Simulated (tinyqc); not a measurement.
# MOSFET in saturation, small-signal circuit and noise: what changes with what

Bias by the inversion coefficient IC = I/Ispec (charge-based model with velocity saturation; weak inversion below 0.1, strong above 10). Common-source circuit: gm, gds, Cgs, Cgd and Cj at the inner nodes, Rg in series with the gate; quasi-static, no source or drain resistance, no gate-body capacitance, no substrate network, no induced gate noise, so fmax is an upper estimate.

Parameters, values chosen for the exercise: temperature T = 300 K; gate length L = 65 nm; total gate width W = 5 um; gate capacitance Cox = 0.7 uF/cm^2; mobility mu = 180 cm^2/(V s); slope factor n = 1.21; velocity-saturation length Ls = 20 nm; ratio gds/gm sg = 0.037; overlap and fringe capacitance per side Cov = 0.32 fF/um; drain junction capacitance Cj = 0.47 fF/um; sheet resistance of the gate Rsh = 8 ohm; finger width Wf = 1 um; gate contact and vertical resistance Rc = 100 ohm um; inversion coefficient IC = 0.43; short-channel excess of the noise factor gw = 0.05; oxide trap density Nt = 1.1e17 cm^-3 eV^-1; tunnelling length into the oxide lt = 0.1 nm; Coulomb scattering coefficient ac = 3000 V s/C.

Constants: q = 1.602176634e-19 C, kB = 1.380649e-23 J/K, Vt = kB T/q. Results are converted to the units shown.

Each table varies one quantity; the others keep the values above.

## Integrated noise against bandwidth

Ispec = 2 n mu Cox (W/L) Vt^2, lc = Ls/L, gms = [sqrt((lc IC + 1)^2 + 4 IC) - 1]/[2 + lc (lc IC + 1)], gm = gms Ispec/(n Vt), gds = sg gm. qs = [sqrt(1 + 4 IC) - 1]/2, Cgs = Cox W L qs (2 qs + 3)/(3 (qs + 1)^2) + Cov W, Cgd = Cov W, Cd = Cj W, Rg = Rsh (Wf/L)/(12 Nf) + Rc/W with Nf = W/Wf fingers (not rounded) contacted at both ends. Channel noise Sid = 4 kB T gam n gm with gam = (1/2 + (2/3) qs)/(1 + qs) + gw lc IC, qs = [sqrt(1 + 4 IC) - 1]/2, lc = Ls/L (the last term an empirical rise with velocity saturation); at the gate, white noise Sw = Sid/gm^2 + 4 kB T Rg. Number fluctuation with correlated mobility: S(f) = K/f, K = q^2 Vt lt Nt/(W L Cox^2) (1 + ac mu Cox I/gm)^2, Vt in eV with Nt per eV. Corner fc = K/Sw. Mean square from f1 = 10 Hz to B: Sw (B - f1) + K ln(B/f1).

Result of one run:
```
B (Hz),spot noise at B (nV/Hz^0.5),white part (uV rms),1/f part (uV rms),total (uV rms)
1000,688.1,0.2643,46.69,46.69
```

What becomes of these results when the upper band edge B is changed from 1000 to 1e8 Hz, all else the same?

Result of the changed run:
```
B (Hz),spot noise at B (nV/Hz^0.5),white part (uV rms),1/f part (uV rms),total (uV rms)
1e8,8.677,84.00,87.36,121.2
```

The whole series:
```
B (Hz),spot noise at B (nV/Hz^0.5),white part (uV rms),1/f part (uV rms),total (uV rms)
1000,688.1,0.2643,46.69,46.69
10000,217.7,0.8396,57.19,57.19
1e5,69.32,2.656,66.03,66.09
1e6,23.32,8.400,73.83,74.31
1e7,10.86,26.56,80.88,85.13
1e8,8.677,84.00,87.36,121.2
1e9,8.428,265.6,93.39,281.6
```

The 1/f part adds the same power, K ln 10, in each decade and grows only from 46.7 to 93.4 uV; the white part grows as sqrt(B). It overtakes the 1/f part by B = 1e9 Hz among the rows, above the corner fc = 6.71e6 Hz of the spot noise.

## Effect of the overlap and fringe capacitance per side on speed and noise

Same model as above.

fT = gm/(2 pi (Cgs + Cgd)), fmax = fT/(2 sqrt(Rg (gds + 2 pi fT Cgd))). Corner fc = K/Sw. IC is held fixed.

The same in every row: I (uA) = 6.7406; Rg (ohm) = 22.051; sqrt(Sw) (nV/Hz^0.5) = 8.4001; fc (MHz) = 6.7096.

Effect of the overlap and fringe capacitance per side on speed and noise:
```
Cov (fF/um),fT (GHz),fmax (GHz)
0.05,24.588,392.87
0.15,12.367,164.52
0.25,8.2613,104.64
0.35,6.2022,76.778
0.45,4.9647,60.649
0.55,4.1389,50.124
0.65,3.5486,42.714
```

As Cov goes from 0.05 to 0.65 fF/um, fT falls from 24.6 to 3.55 GHz, fmax falls from 393 to 42.7 GHz, the white noise stays at 8.40 nV/Hz^0.5 and the corner stays at 6.71 MHz. In every row fmax exceeds 4 fT, where channel resistance and substrate losses, left out here, would cap it.

## Effect of the finger width on speed and noise

Same model as above.

Corner fc = K/Sw. IC is held fixed.

The same in every row: I (uA) = 6.741; fT (GHz) = 6.703.

Results:
```
Wf (um),Rg (ohm),fmax (GHz),sqrt(Sw) (nV/Hz^0.5),fc (MHz)
0.25,20.13,87.33,8.398,6.713
0.5,20.51,86.51,8.399,6.712
2,28.21,73.78,8.406,6.700
4,52.82,53.91,8.430,6.661
8,151.3,31.86,8.527,6.512
```

Estimate the missing row, Wf = 1 um.

Computed row:
```
Wf (um),Rg (ohm),fmax (GHz),sqrt(Sw) (nV/Hz^0.5),fc (MHz)
1,22.05,83.44,8.400,6.710
```

With this row back in the table: As Wf goes from 0.25 to 8 um, fT stays at 6.70 GHz, fmax falls from 87.3 to 31.9 GHz, the white noise rises from 8.40 to 8.53 nV/Hz^0.5 and the corner falls from 6.71 to 6.51 MHz. The finger width leaves fT alone and acts through Rg, whose sheet part goes as Wf^2. In every row fmax exceeds 4 fT, where channel resistance and substrate losses, left out here, would cap it.

## Gains against frequency

Inner admittances at w = 2 pi f: y11 = i w (Cgs + Cgd), y12 = -i w Cgd, y21 = gm - i w Cgd, y22 = gds + i w (Cgd + Cd). Invert to Z, add Rg to Z11 and invert back to Y. |h21| = |Y21/Y11|; U = |Y21 - Y12|^2/(4 [Re Y11 Re Y22 - Re Y12 Re Y21]). MSG = |Y21/Y12|; stability factor k = [2 Re Y11 Re Y22 - Re(Y12 Y21)]/|Y12 Y21|.

The same in every row: f sqrt(U) (GHz) = 83.44.

Gains against frequency:
```
f (GHz),|h21| (dB),U (dB),MSG (dB),k
0.067,40.00,61.91,23.66,0.004383
0.13,34.25,56.15,20.78,0.008504
0.23,29.29,51.19,18.30,0.01504
0.44,23.66,45.56,15.49,0.02877
0.82,18.26,40.15,12.79,0.05357
1.5,13.04,34.91,10.18,0.09767
2.9,7.426,29.18,7.368,0.1865
5.4,2.372,23.78,4.841,0.3337
```

Over the table |h21| falls by 19.7 dB a decade, U by 20.0 and MSG by 9.87. The product f sqrt(U) stays at 83.4 GHz, against fmax = 83.4 GHz from the formula. k stays below one in all rows, so the device is only conditionally stable. In every row fmax exceeds 4 fT, where channel resistance and substrate losses, left out here, would cap it.

Program tinyqc, `OMP_NUM_THREADS=1 python tinyqc.py 2150018 2150019 out.jsonl`; Intel Xeon 2.30GHz, shared host, one thread, about 0.01 s.
